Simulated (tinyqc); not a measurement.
Thin film between two gates, subbands and threshold shift from confinement: two steps of the calculation.

Undoped body with a flat potential across it, hard walls, transport along x. Three valley pairs (g = 2 each) with the longitudinal mass along x, y or z. Non-parabolicity enters the subband edges through E (1 + al E) = gamma, so E = 2 gamma/(1 + sqrt(1 + 4 al gamma)); motion within a subband is taken as parabolic with the band-edge mass. Energies are counted from the bulk band edge.

Parameters, values chosen for the exercise; masses close to those of silicon:
```
symbol,value,unit,meaning
T,300,K,temperature
ml,0.917,m0,longitudinal mass
mt,0.187,m0,transverse mass
al,0,1/eV,non-parabolicity
t,9.7,nm,film thickness (along z)
dl,0.3,nm,widening of the box by penetration into the insulator
```

Constants: q = 1.602176634e-19 C, kB = 1.380649e-23 J/K, hbar = 1.054571817e-34 J s, m0 = 9.1093837015e-31 kg, Vt = kB T/q, hbar^2/(2 m0) = 0.0380998212 eV nm^2. Results are converted to the units shown.

Task 1. Lowest subbands. gamma = C (pi k/(t + dl))^2/mz, C = hbar^2/(2 m0). List the 6 lowest, labelled by valley axis and quantum numbers, with degeneracy g and N_k: N_k = g sqrt(mx my) m0 kB T/(pi hbar^2).

Wanted: E_k; g; N_k.

Result 1.

E_k, subband z1 to z4 (eV): [0.004101, 0.01640, 0.02011, 0.02011, 0.03691, 0.06561]
g, subband z1 to z4: [2, 2, 2, 2, 2, 2]
N_k, subband z1 to z4 (cm^-2): [4.039e12, 4.039e12, 8.944e12, 8.944e12, 4.039e12, 4.039e12]

Task 2. Threshold shift. Each subband has N_k = g sqrt(mx my) m0 kB T/(pi hbar^2); without degeneracy n = exp(EF/Vt) sum N_k exp(-E_k/Vt). Classical value Nc times t, Nc = sum over valleys of 2 g (m m0 kB T/(2 pi hbar^2))^1.5 with m = (mx my mz)^(1/3). Threshold shift dVT = Vt ln(classical value/sum N_k exp(-E_k/Vt)). Use the subbands listed.

E_k, subband z1 to z4 (eV): [0.0041006561, 0.016402624, 0.020108565, 0.020108565, 0.036905905, 0.065610497]
N_k, subband z1 to z4 (cm^-2): [4.0388985e12, 4.0388985e12, 8.9438973e12, 8.9438973e12, 4.0388985e12, 4.0388985e12]

Find: shares; sum N_k exp(-E_k/Vt); Nc; classical value; dVT.

Result 2.

shares, subband z1 to z4 (%): [22.834, 14.188, 27.222, 27.222, 6.419, 2.115]
sum N_k exp(-E_k/Vt) = 1.5094e13 cm^-2
Nc = 2.6962e19 cm^-3
classical value = 2.6153e13 cm^-2
dVT = 14.211 mV

Program tinyqc, `OMP_NUM_THREADS=1 python tinyqc.py 2350074 2350075 out.jsonl`; Intel Xeon 2.30GHz, shared host, one thread, about 0.08 s.
